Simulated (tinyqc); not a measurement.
## Hot electrons in a saturated n-channel MOSFET, lucky-electron model: effect of the junction depth

Beyond pinch-off the lateral field grows as Esat cosh(y/l) over the velocity-saturated region (pseudo-two-dimensional model). Impact ionisation in this region gives the substrate current, which biases the body forward through Rsub. Currents are per width. Local-field laws: they overstate ionisation when the field peak is narrower than an energy relaxation length.

Cox = 3.9 eps0/tox, l = sqrt(3 tox xj), Esat = 2 vs/mu. Overdrive g = Vg - VT + kb Vb; Vdsat = g Esat L/(g + Esat L); Id = Cox vs (g - Vdsat); dV = Vd - Id Rd - Vdsat; Em = sqrt((dV/l)^2 + Esat^2); Isub = Id (Ai/Bi) l Em exp(-Bi/Em). Vb = Rsub Isub is solved self-consistently. Lifetime tau = (Hl/Id)(Isub/Id)^(-m); 1 year = 3.15576e7 s.

Inputs (values chosen for the exercise); values close to those of silicon n-channel devices: channel length L = 0.18 um; oxide thickness tox = 4.4 nm; threshold VT = 0.54 V; effective mobility mu = 330 cm^2/(V s); saturation velocity vs = 7.1e6 cm/s; ionisation prefactor Ai = 2e6 1/cm; ionisation field Bi = 1.69 MV/cm; resistance of the lightly doped drain Rd = 400 ohm um; substrate resistance Rsub = 30000 ohm um; fall of VT per volt of forward body bias kb = 0.43; lifetime exponent m = 3.1; lifetime constant Hl = 5000 s uA/um; drain voltage Vd = 1.7 V; gate voltage Vg = 1.1 V.

Constants: eps0 = 8.8541878128e-14 F/cm where lengths are in cm. Results are converted to the units shown.

Effect of the junction depth:
```
xj (nm)	Id (uA/um)	Em (MV/cm)	Isub (uA/um)	Isub/Id	tau (years)
38	202.85	0.55512	14.215	0.070075	0.0029610
51	172.59	0.49218	8.4163	0.048765	0.010708
69	153.77	0.43092	4.6870	0.030480	0.051586
94	142.58	0.37373	2.4139	0.016931	0.34429
130	136.20	0.32053	1.0982	0.0080628	3.5940
```

What does the comparison show?

As xj goes from 38 to 130 nm, Em falls from 0.555 to 0.321 MV/cm, Isub falls from 14.2 to 1.10 uA/um and tau rises from 0.00296 to 3.59 years. From the first row to the last, log10(tau) changes by 3.1: 2.9 from (Isub/Id)^(-m), which holds Em and l, and 0.17 from 1/Id. At xj = 130 nm the saturated region takes over 60 % of L, so using the full L in Vdsat is rough.

Numbers from tinyqc (`OMP_NUM_THREADS=1 python tinyqc.py 2550065 2550066 out.jsonl`; about 0.01 s on one thread of a shared Intel Xeon 2.30GHz).
